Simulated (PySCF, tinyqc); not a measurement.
Inside a calculation. Method: RHF in the sto-3g basis, for H2, spin multiplicity 1. The lowest restricted solution is unstable here: a spin-polarised one lies 0.0007 hartree lower (PySCF). Computed by tinyqc, a small Python program that keeps every step (integrals from PySCF). Settings: charge = 0, multiplicity = 1, basis = sto-3g, energy threshold = 1e-08, iteration cap = 90, orthogonalisation = canonical, start = random, DIIS depth = 4, DIIS from iteration = 3, method = RHF. Command: `OMP_NUM_THREADS=1 python tinyqc.py 29441 29442 out.jsonl` (the two numbers bound the seeds that draw the settings). One thread of a shared host (Intel(R) Xeon(R) Processor @ 2.60GHz), about 0.03 s of CPU time with the checks. Later iterations appear only in the table of the cycle.

## One-electron integrals

Geometry (angstrom):
```
atom         x         y         z
H     0.000000  0.000000  0.000000
H     0.000000  0.000000  1.189000
```

Basis sto-3g: exponents (1/bohr^2) and contraction coefficients of normalised primitives:
```
element  l (shell)  exponent  coefficient
H            s (1)  3.425251     0.154329
H            s (1)  0.623914     0.535328
H            s (1)  0.168855     0.444635
```

Overlap, kinetic and nuclear-attraction integrals over the contracted functions; the nuclear repulsion is the sum of Za Zb / Rab.

nuclear repulsion = 0.44506073 hartree

overlap S, order 1H 1s, 2H 1s:
$$\begin{pmatrix}
1.000000 & 0.392591 \\
0.392591 & 1.000000
\end{pmatrix}$$

kinetic energy T (hartree), order 1H 1s, 2H 1s:
$$\begin{pmatrix}
0.760032 & 0.055303 \\
0.055303 & 0.760032
\end{pmatrix}$$

nuclear attraction V (hartree), order 1H 1s, 2H 1s:
$$\begin{pmatrix}
-1.665190 & -0.576481 \\
-0.576481 & -1.665190
\end{pmatrix}$$

core Hamiltonian H = T + V (hartree), order 1H 1s, 2H 1s:
$$\begin{pmatrix}
-0.905158 & -0.521178 \\
-0.521178 & -0.905158
\end{pmatrix}$$

## Two-electron integrals

Functions are numbered as in S; the eight-fold symmetry (ij|kl) = (ji|kl) = (kl|ij) leaves the list below.

Two-electron integrals (ij|kl) in chemists' order, unique and non-zero (hartree):
```
(11|11) 0.774606   (21|11) 0.230789   (21|21) 0.094142   (22|11) 0.420922
(22|21) 0.230789   (22|22) 0.774606
```

## Orthogonalisation

S = U s U^T; canonical form X = U s^(-1/2), so that X^T S X = 1. Each column of U has its largest component positive (the first on a tie).

eigenvalues of S: [0.607409, 1.392591]

X, order 1H 1s, 2H 1s:
$$\begin{pmatrix}
0.907286 & 0.599202 \\
-0.907286 & 0.599202
\end{pmatrix}$$

## Starting guess

The start is random orthonormal orbitals; D = 2 C_occ C_occ^T.

D at the start, order 1H 1s, 2H 1s:
$$\begin{pmatrix}
1.565042 & 0.414287 \\
0.414287 & 0.109667
\end{pmatrix}$$

## Iteration 1: building the Fock matrix

J_ij = sum D_kl (ij|kl), K_ij = sum D_kl (ik|jl); F = H + J - 0.5 K; E = tr D H + tr D J / 2 - 0.25 tr D K + E_nn.

Coulomb J (hartree), order 1H 1s, 2H 1s:
$$\begin{pmatrix}
1.449678 & 0.464509 \\
0.464509 & 0.934936
\end{pmatrix}$$

exchange K (hartree), order 1H 1s, 2H 1s:
$$\begin{pmatrix}
1.413841 & 0.599889 \\
0.599889 & 0.423511
\end{pmatrix}$$

Fock matrix F (hartree), order 1H 1s, 2H 1s:
$$\begin{pmatrix}
-0.162401 & -0.356614 \\
-0.356614 & -0.181978
\end{pmatrix}$$

total energy of this density = -0.81359612 hartree

## Iteration 1: diagonalisation and new density

Diagonalise F' = X^T F X, C = X C', fill 1 alpha and 1 beta electrons from the bottom; D = 2 C_occ C_occ^T. Each column has its largest component positive (the first on a tie).

F' = X^T F X (hartree):
$$\begin{pmatrix}
0.303625 & 0.010643 \\
0.010643 & -0.379726
\end{pmatrix}$$

orbital energies (hartree): MO1 -0.379892, MO2 0.303790

coefficients C, order 1H 1s, 2H 1s:
$$\begin{pmatrix}
0.585003 & 0.916506 \\
0.613255 & -0.897847
\end{pmatrix}$$

D after iteration 1, order 1H 1s, 2H 1s:
$$\begin{pmatrix}
0.684458 & 0.717513 \\
0.717513 & 0.752164
\end{pmatrix}$$

## Iteration 2: building the Fock matrix

As before.

Coulomb J (hartree), order 1H 1s, 2H 1s:
$$\begin{pmatrix}
1.177976 & 0.466653 \\
0.466653 & 1.201923
\end{pmatrix}$$

exchange K (hartree), order 1H 1s, 2H 1s:
$$\begin{pmatrix}
0.932184 & 0.701122 \\
0.701122 & 0.978255
\end{pmatrix}$$

Fock matrix F (hartree), order 1H 1s, 2H 1s:
$$\begin{pmatrix}
-0.193274 & -0.405086 \\
-0.405086 & -0.192363
\end{pmatrix}$$

total energy of this density = -1.00821870 hartree

## Iteration 2: diagonalisation and new density

As before.

F' = X^T F X (hartree):
$$\begin{pmatrix}
0.349463 & -0.000495 \\
-0.000495 & -0.429347
\end{pmatrix}$$

orbital energies (hartree): MO1 -0.429347, MO2 0.349463

coefficients C, order 1H 1s, 2H 1s:
$$\begin{pmatrix}
0.599779 & -0.906905 \\
0.598625 & 0.907667
\end{pmatrix}$$

D after iteration 2, order 1H 1s, 2H 1s:
$$\begin{pmatrix}
0.719469 & 0.718085 \\
0.718085 & 0.716704
\end{pmatrix}$$

## Iteration 5 (converged): orbitals

converged F (hartree), order 1H 1s, 2H 1s:
$$\begin{pmatrix}
-0.192858 & -0.405177 \\
-0.405177 & -0.192858
\end{pmatrix}$$

As before.

F' = X^T F X (hartree):
$$\begin{pmatrix}
0.349549 & 0.000000 \\
0.000000 & -0.429441
\end{pmatrix}$$

orbital energies (hartree): MO1 -0.429441, MO2 0.349549

coefficients C, order 1H 1s, 2H 1s:
$$\begin{pmatrix}
0.599202 & 0.907286 \\
0.599202 & -0.907286
\end{pmatrix}$$

D after iteration 5, order 1H 1s, 2H 1s:
$$\begin{pmatrix}
0.718086 & 0.718086 \\
0.718086 & 0.718086
\end{pmatrix}$$

## Convergence

Stop when the energy changes by less than 1e-08 hartree and every element of the error matrix X^T (F D S - S D F) X is below 3e-05.

Course of the cycle:
```
iteration  E (hartree)     change  largest element of the error matrix
1          -0.81359612          -                             4.73e-01
2          -1.00821870  -1.95e-01                             2.52e-02
3          -1.00861108  -3.92e-04                             1.03e-03
4          -1.00861173  -6.54e-07                             4.21e-05
5          -1.00861173  -1.09e-09                             6.64e-13
```

PySCF RHF in the same basis = -1.00861173 hartree

Converged in 5 iterations.

## Populations, bond orders and dipole

Mulliken: Z minus the diagonal of D S on the atom; Loewdin: the same with S^(1/2) D S^(1/2); Mayer order: 2 sum_s sum (D(s) S)_ij (D(s) S)_ji over the two atoms.

Charges (e):
```
atom  Mulliken  Loewdin
1H           0        0
2H           0        0
```

Mayer bond orders:
```
pair     order
2-1   1.000000
```

dipole moment about the origin, x y z (debye): [0.000000, 0.000000, 0.000000]
